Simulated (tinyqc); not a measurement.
Size of the basis: round or elliptic silicon nanowire with anisotropic valleys (Ritz method).

Wire along x = [110] on a (001) wafer, y = [-110], z = [001]. Valley groups (w = inverse masses): A, two valleys along z: w_y = 1/mt, w_z = 1/ml, m_x = mt; B, four valleys in the wafer plane: w_y = (1/ml + 1/mt)/2, w_z = 1/mt, m_x = (ml + mt)/2.

Hard wall on the ellipse (y/a)^2 + (z/b)^2 = 1, c = hbar^2/2m0. With u = y/a, v = z/b the operator is -c [(w_y/a^2) d2/du2 + (w_z/b^2) d2/dv2] on the unit disc. Basis (1 - u^2 - v^2) u^i v^j; S, X and Y are the disc integrals of f f', (df/du)(df'/du) and (df/dv)(df'/dv), from the integral of u^p v^q = 2 Gamma((p+1)/2) Gamma((q+1)/2)/((p + q + 2) Gamma((p+q+2)/2)) for even p, q; H = c (w_y X/a^2 + w_z Y/b^2).

Constants: hbar^2/2m0 = 3.80998211 eV angstrom^2.

Values chosen for the exercise (near those of a Si nanowire; shifted at random, so the results belong to these values and not to a real crystal):
```
symbol  value  unit      meaning
ml      0.901  m0        longitudinal mass
mt      0.19   m0        transverse mass
a       40     angstrom  semi-axis along y
b       40     angstrom  semi-axis along z
```

Lowest level of each group with 1, 3, 6 and 21 even functions.

Levels (meV):
```
functions,A,B
1,45.53,60.36
3,43.19,58.09
6,43.15,58.08
21,43.15,58.08
```

What does the comparison show?

One function errs by 5.5 % for A and 3.9 % for B, six by 0.00024 and 1.7e-05 meV. The error grows with the axis ratio of the stretched ellipse (2.18, 1.29); for a circle it is 6/5.783 - 1 = 3.7 %.

tinyqc: `OMP_NUM_THREADS=1 python tinyqc.py 1250792 1250793 out.jsonl`; about 0.04 s, one thread, shared Intel(R) Xeon(R) Processor @ 2.30GHz.
